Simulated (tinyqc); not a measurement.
Inside a calculation: nanosheet or nanowire with hard walls, valleys of the Si type. Values are carried at full precision from step to step, so a last printed digit may differ when a step is redone from the rounded ones.

Six ellipsoidal valleys along the cube axes: inverse mass tensor w = 1/mt + (1/ml - 1/mt) a a^T with a the unit axis. Device axes: x along the channel, z = [001], y = z x x.

Constants: hbar^2/2m0 = 3.80998211 eV angstrom^2; hbar = 6.58211957e-16 eV s; e^2/h = 3.874045865e-05 S; kB = 8.617333262e-05 eV/K.

Inputs chosen for the exercise (near those of Si; not measured data):
```
symbol   value  unit      meaning
ml       0.898  m0        longitudinal mass
mt       0.19   m0        transverse mass
channel  100              transport direction x on a (001) wafer
W        250    angstrom  width, along y
H        40     angstrom  height, along z = [001]
dE       0.087  eV        EF above the lowest subband edge
T        300    K         temperature
g_all    6                number of valleys
```

## Valley masses for a [100] channel

Rotate w into the device axes and group equal valleys (|w_yz| counts); order by w_zz, then w_yy. 1/m_x = w_xx - w_xc w_c^-1 w_cx with c the block (y, z).

Valleys:
```
group  valleys g    w_yy    w_zz  |w_yz|  m_x (m0)
A              2  5.2632  1.1136  0.0000    0.1900
B              2  1.1136  5.2632  0.0000    0.1900
C              2  5.2632  5.2632  0.0000    0.8980
```

The lightest transport mass, 0.190 m0, belongs to groups A and B.

## One-dimensional subbands

Hard walls around a W x H rectangle. The block w_c of w in (y, z) confines; the transport mass follows from 1/m_x = w_xx - w_xc w_c^-1 w_cx. The cross-section problem c (w_yy ky^2 + 2 w_yz ky kz + w_zz kz^2), c = hbar^2/2m0, is solved in products sin(n pi y/W) sin(l pi z/H), n, l = 1 to 12; if w_yz = 0 the levels are c pi^2 (w_yy n^2/W^2 + w_zz l^2/H^2). The w_yz term couples (n, l) to (n', l') by -2 c w_yz D_nn'(W) D_ll'(H) with D_nm(L) = 4 n m/(L (n^2 - m^2)) for n + m odd and 0 otherwise.

The ten lowest levels of all groups together, numbered within each group.

Subbands:
```
label  valleys g  m_x (m0)  E (eV)
A1             2    0.1900  0.0293
A2             2    0.1900  0.0388
A3             2    0.1900  0.0547
A4             2    0.1900  0.0768
A5             2    0.1900  0.1053
A6             2    0.1900  0.1079
A7             2    0.1900  0.1174
B1             2    0.1900  0.1244
B2             2    0.1900  0.1264
C1             2    0.8980  0.1269
```

The lowest subband is A1; the number of further ones in the list within kB T = 25.9 meV of it at 300 K is 2.

## Modes, density and velocity at zero temperature

With EF = E_lowest + dE, each subband below EF has k_F = sqrt(m_x (EF - E)/c), carries n = 2 g k_F/pi electrons per length (spin included), moves at v = 2 c k_F/(hbar m_x) and adds 2 g e^2/h to the ballistic conductance; c = hbar^2/2m0, 1 angstrom/s = 1e-8 cm/s.

Occupied subbands:
```
label  k_F (1/angstrom)  n (1/nm)  v (1e7 cm/s)
A1               0.0659     0.839          4.01
A2               0.0622     0.792          3.79
A3               0.0555     0.706          3.38
A4               0.0444     0.565          2.70
A5               0.0234     0.298          1.43
A6               0.0206     0.262          1.25
```

total n = 3.462 1/nm
ballistic conductance = 929.8 microsiemens

EF lies below the last listed level, so the count is complete for these valleys (other families, and non-parabolicity above about 0.2 eV, are left out): 6 subbands with 12 valley modes. The Fermi velocity, averaged with the densities as weights, is 3.19 x 1e7 cm/s; the mean over all filled states moving one way is half of it.

## Threshold shift from confinement

Without degeneracy the line density is N1 exp((EF - Ec)/kB T) with N1 = sum 2 g sqrt(m_x kB T/(4 pi c)) exp(-E/kB T), here over n, l up to 80 where w_yz = 0 and over all levels of a 12 x 12 sine basis otherwise; the classical value is W H Nc with Nc = 2 g_all (m_dos kB T/(4 pi c))^(3/2), m_dos = (ml mt^2)^(1/3); dVt = kB T ln(W H Nc/N1).

Form N1, W H Nc and dVt.

N1 = 0.3455 1/nm
W H Nc = 2.711 1/nm
dVt = 53.3 mV

## Checks

- Lowest level of group A on a 40 x 40 difference grid against the sine basis, eV: both 0.029.

Computed by tinyqc, a small Python program: `OMP_NUM_THREADS=1 python tinyqc.py 1282568 1282569 out.jsonl` (the numbers bound the seed that draws the inputs); one thread of a shared host (Intel(R) Xeon(R) Processor @ 2.30GHz), about 0.03 s for the whole set of steps.
